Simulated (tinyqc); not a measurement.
Metal-interlayer-semiconductor contact, depinning against tunnelling resistance: one step of the calculation.

Zero bias, n-type semiconductor. Gap states at the semiconductor surface thin out as exp(-be ti), which unpins the barrier; electrons must then cross the interlayer (a rectangular barrier, no voltage drop across it) and the parabolic depleted layer, both by WKB. Energies E are counted from the Fermi level; no image force, parabolic bands.

Question. Pinning, barrier and scales. S = 1/(1 + (1/S0 - 1) exp(-be ti)); phiB = S (phiM - chi) + (1 - S)(Eg - E0); xi = Ec - EF deep inside, from Nd = Nc F(-xi/Vt), F(x) = (2/sqrt(pi)) int_0^infinity sqrt(u) du/(1 + exp(u - x)); band bending U = phiB - xi; E00 = (hbar/2) sqrt(Nd/(eps0 eps_r mt m0)) in volts; A = 4 pi q mA m0 kB^2/h^3.

Parameters, values chosen for the exercise; semiconductor values close to those of silicon; interlayer mass of the order of that in titanium dioxide, offset chosen freely:

| symbol | value | unit | meaning |
|---|---|---|---|
| T | 300 | K | temperature |
| Eg | 1.09 | eV | band gap |
| eps_r | 11.7 |  | relative permittivity |
| chi | 3.94 | eV | electron affinity |
| Nc | 2.8e19 | cm^-3 | conduction-band density of states at T |
| mt | 0.193 | m0 | tunnelling mass in the semiconductor |
| mA | 2.01 | m0 | Richardson mass |
| Nd | 6.2e18 | cm^-3 | donor density |
| E0 | 0.37 | eV | charge-neutrality level above the valence band |
| S0 | 0.27 |  | pinning factor without interlayer |
| phiM | 4.53 | eV | metal work function |
| ti | 0.6 | nm | interlayer thickness |
| be | 3.1 | 1/nm | decay constant of gap states through the interlayer |

Constants: q = 1.602176634e-19 C, kB = 1.380649e-23 J/K, eps0 = 8.8541878128e-12 F/m, hbar = 1.054571817e-34 J s, h = 6.62607015e-34 J s, m0 = 9.1093837015e-31 kg, Vt = kB T/q. Results are converted to the units shown.

Wanted: S; phiB; xi; U; E00; A.

Answer.

S = 0.7038
phiB = 0.6285 eV
xi = 0.03696 eV
U = 0.5915 eV
E00 = 0.03076 eV
A = 241.5 A/(cm^2 K^2)

Program tinyqc, `OMP_NUM_THREADS=1 python tinyqc.py 2270054 2270055 out.jsonl`; Intel Xeon 2.30GHz, shared host, one thread, about 0.03 s.
